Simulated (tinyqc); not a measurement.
Weakening the contact bond: metal-induced gap states at the contact of a metal chain and a two-band chain.

The semiconductor alternates sites A at -Eg/2 and C at +Eg/2 with hopping -t; the gap runs from -Eg/2 to Eg/2. In the gap cosh(q a) = 1 + (Eg^2/4 - E^2)/(2 t^2) and the amplitude changes by -exp(-q a) a period. The metal has site energy 0 and hopping -tm; its end site has g_m = (E - i sqrt(4 tm^2 - E^2))/(2 tm^2). Sites 1, 2, ... count into the semiconductor, with energies e1, e2 alternating. The clean half chain has g1 = 1/(E - e1 - t^2 g2), g2 = 1/(E - e2 - t^2 g1), decaying root. With the contact G11 = 1/(1/g1 - tc^2 g_m), and the density on site j is -Im G_jj/pi = |psi_j/psi_1|^2 (-Im G11/pi), per spin, with psi_2/psi_1 = -t g2, psi_3/psi_2 = -t g1.

Constants: e^2/(4 pi eps0) = 14.39964547 eV angstrom.

Inputs chosen for the exercise (gap and optical dielectric constant near those of HfO2; the chain itself is a model; not measured data): Eg = 5.65 eV (gap); t = 2.5 eV (hopping in the semiconductor); tm = 3.12 eV (hopping in the metal); end = C (site that touches the metal); a = 3.6 angstrom (period (two sites); one chain for each area a^2); eps = 4 (dielectric constant); E = -1.96 eV (energy from mid-gap).

At the given E, tc is varied, as by a thin spacer. xi = 1/(2q), N = 2 (summed density)/a^2, S = 1/(1 + 4 pi e^2 N xi/eps) with xi and eps kept.

Against tc:

| tc (eV) | D1 (1/eV) | summed density (1/eV) | S |
|---|---|---|---|
| 0.10 | 0.00001 | 0.00006 | 0.9991 |
| 0.25 | 0.00008 | 0.00035 | 0.9945 |
| 0.50 | 0.00032 | 0.00140 | 0.9782 |
| 0.80 | 0.00082 | 0.00363 | 0.9456 |
| 1.20 | 0.00188 | 0.00830 | 0.8838 |
| 2.50 | 0.00872 | 0.03842 | 0.6215 |
| 3.50 | 0.01689 | 0.07441 | 0.4589 |

Give the missing row, tc (eV) = 1.80.

Computed row:
```
tc (eV)  D1 (1/eV)  summed density (1/eV)       S
1.80       0.00437                0.01926  0.7661
```

For a weak bond the density goes as tc^2 (ratio 6.26 between 0.25 and 0.1 eV, against 6.25). It is largest at tc = 3.5 eV among these rows, the end of the table; the peak may lie just before or beyond it. S is 0.999 at 0.1 eV and has its least value, 0.459, in that row.

Run: tinyqc, `OMP_NUM_THREADS=1 python tinyqc.py 1480708 1480709 out.jsonl`; Intel(R) Xeon(R) Processor @ 2.30GHz, one thread, shared host; about 0.01 s of CPU time with all checks.
